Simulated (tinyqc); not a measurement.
Inside a calculation. Model: capacitance of parallel on-chip lines from Laplace's equation on a mesh.

Program tinyqc, `OMP_NUM_THREADS=1 python tinyqc.py 2790231 2790232 out.jsonl`; Intel Xeon 2.30GHz, shared host, one thread, about 0.5 s. Printed values are rounded.

Cross-section of an endless row of equal lines between two grounded planes; neighbours are driven in antiphase (+1 V and -1 V), so the plane midway between two lines is at 0 V. By symmetry one quarter is solved: x runs from the centre of a line (column 0, mirror) to that midplane (column 4, 0 V), y from the mid-height of the line (row 0, mirror) to the ground plane (row 5, 0 V). The line fills columns 0 to 1 and rows 0 to 2 at 1 V. Cells beside the line (below row 2) have e2, cells above have e1. Each link between nodes has the conductance g = mean permittivity of the two cells beside it (a cell beyond a mirror counts as 0), and the free nodes obey sum g (V_neighbour - V) = 0.

Values chosen for this exercise: relative permittivity above and below the lines e1 = 4.2; relative permittivity between the lines e2 = 2.4; over-relaxation factor om = 1.4.

Constants: eps0 = 8.8541878128e-12 F/m. Results are converted to the units shown.

## Link conductances

gx[j, i] joins node (row j, column i) to column i + 1, gy[j, i] to row j + 1.

gx:
```
       col 0  col 1  col 2  col 3
row 0    1.2    1.2    1.2    1.2
row 1    2.4    2.4    2.4    2.4
row 2    3.3    3.3    3.3    3.3
row 3    4.2    4.2    4.2    4.2
row 4    4.2    4.2    4.2    4.2
row 5    2.1    2.1    2.1    2.1
```

gy:
```
       col 0  col 1  col 2  col 3  col 4
row 0    1.2    2.4    2.4    2.4    1.2
row 1    1.2    2.4    2.4    2.4    1.2
row 2    2.1    4.2    4.2    4.2    2.1
row 3    2.1    4.2    4.2    4.2    2.1
row 4    2.1    4.2    4.2    4.2    2.1
```

## Iteration 1: relaxation sweep

V at the start (V):
```
       col 0  col 1  col 2  col 3  col 4
row 0      1      1      0      0      0
row 1      1      1      0      0      0
row 2      1      1      0      0      0
row 3      0      0      0      0      0
row 4      0      0      0      0      0
row 5      0      0      0      0      0
```

One sweep visits the free nodes row by row from row 0, left to right, and replaces V by V + om (weighted mean of the neighbours - V), using new values at once.

V after sweep 1 (V):
```
         col 0    col 1    col 2    col 3    col 4
row 0  1.00000  1.00000  0.35000  0.12250  0.00000
row 1  1.00000  1.00000  0.47250  0.20825  0.00000
row 2  1.00000  1.00000  0.47027  0.21760  0.00000
row 3  0.35000  0.47250  0.32997  0.19165  0.00000
row 4  0.12250  0.20825  0.18838  0.13301  0.00000
row 5  0.00000  0.00000  0.00000  0.00000  0.00000
```

## Iteration 2: relaxation sweep

As before.

V after sweep 2 (V):
```
         col 0    col 1    col 2    col 3    col 4
row 0  1.00000  1.00000  0.58362  0.30104  0.00000
row 1  1.00000  1.00000  0.60275  0.30919  0.00000
row 2  1.00000  1.00000  0.53847  0.26550  0.00000
row 3  0.58362  0.55365  0.38326  0.19696  0.00000
row 4  0.30104  0.28177  0.20396  0.08712  0.00000
row 5  0.00000  0.00000  0.00000  0.00000  0.00000
```

## Course of the relaxation

Stop when no node changes by 1e-7 V. C = 4 eps0 sum g (difference of V along the link)^2, in aF/um.

Course of the iteration:
```
sweep  C (aF/um)  largest change (V)
1        228.621               0.472
2        201.563               0.234
3        200.376              0.0602
4        199.979              0.0281
5        199.840              0.0143
6        199.825             6.10e-3
7        199.821             3.05e-3
8        199.820             1.97e-3
9        199.820             5.45e-4
10       199.820             1.69e-4
11       199.820             6.96e-5
12       199.820             2.21e-5
13       199.820             1.06e-5
14       199.820             1.20e-5
15       199.820             1.24e-6
16       199.820             9.35e-7
17       199.820             7.11e-7
18       199.820             1.52e-7
19       199.820             4.80e-8
```

Converged in 19 sweeps. Over the last four sweeps the change shrinks by about 0.44 a sweep. C comes down from above, since the solution minimises the energy.

## Capacitance per length

converged V (V):
```
         col 0    col 1    col 2    col 3    col 4
row 0  1.00000  1.00000  0.63311  0.30313  0.00000
row 1  1.00000  1.00000  0.61465  0.28971  0.00000
row 2  1.00000  1.00000  0.53577  0.24108  0.00000
row 3  0.59313  0.54989  0.35749  0.17116  0.00000
row 4  0.27275  0.24894  0.17312  0.08607  0.00000
row 5  0.00000  0.00000  0.00000  0.00000  0.00000
```

C = 4 eps0 sum g (difference of V)^2 over all links (twice the energy of the four quarters, line at 1 V). Plate estimate without fringing: eps0 [2 e1 w/hd + 2 e2 t/(s/2)], w = 2 hx, t = 4 hx, s/2 = 3 hx, hd = 3 hx.

C = 199.820 aF/um
plate estimate = 106.250 aF/um

C depends on the shape only, not on the mesh step hx. Meshes 6, 12 and 24 times finer extrapolate (Aitken) to 184.8 aF/um; this mesh is 8.1 % above that, and the plate estimate is 42 % below it.
